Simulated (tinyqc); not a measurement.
Thin film between two gates, subbands and threshold shift from confinement: one step of the calculation.

Undoped body with a flat potential across it, hard walls, transport along x. Three valley pairs (g = 2 each) with the longitudinal mass along x, y or z. Non-parabolicity enters the subband edges through E (1 + al E) = gamma, so E = 2 gamma/(1 + sqrt(1 + 4 al gamma)); motion within a subband is taken as parabolic with the band-edge mass. Energies are counted from the bulk band edge.

Problem. Threshold shift. Each subband has N_k = g sqrt(mx my) m0 kB T/(pi hbar^2); without degeneracy n = exp(EF/Vt) sum N_k exp(-E_k/Vt). Classical value Nc times t, Nc = sum over valleys of 2 g (m m0 kB T/(2 pi hbar^2))^1.5 with m = (mx my mz)^(1/3). Threshold shift dVT = Vt ln(classical value/sum N_k exp(-E_k/Vt)). Use the subbands listed.

Values chosen for this exercise; masses close to those of silicon: temperature T = 77 K; longitudinal mass ml = 0.922 m0; transverse mass mt = 0.192 m0; film thickness (along z) t = 7.4 nm.

Constants: q = 1.602176634e-19 C, kB = 1.380649e-23 J/K, hbar = 1.054571817e-34 J s, m0 = 9.1093837015e-31 kg, Vt = kB T/q. Results are converted to the units shown.

| subband | E_k (eV) | N_k (cm^-2) |
|---|---|---|
| z1 | 0.0068787624 | 1.0643686e12 |
| z2 | 0.027515050 | 1.0643686e12 |
| x1 | 0.033032390 | 2.3324207e12 |
| y1 | 0.033032390 | 2.3324207e12 |
| z3 | 0.061908862 | 1.0643686e12 |
| z4 | 0.11006020 | 1.0643686e12 |

Find: shares; sum N_k exp(-E_k/Vt); Nc; classical value; dVT.

Solution.

| subband | shares (%) |
|---|---|
| z1 | 88.50 |
| z2 | 3.95 |
| x1 | 3.77 |
| y1 | 3.77 |
| z3 | 0.02 |
| z4 | 0.00 |

sum N_k exp(-E_k/Vt) = 4.265e11 cm^-2
Nc = 3.609e18 cm^-3
classical value = 2.671e12 cm^-2
dVT = 12.17 mV

tinyqc, about 0.09 s, one thread, Intel Xeon 2.30GHz (shared host): `OMP_NUM_THREADS=1 python tinyqc.py 2350144 2350145 out.jsonl`
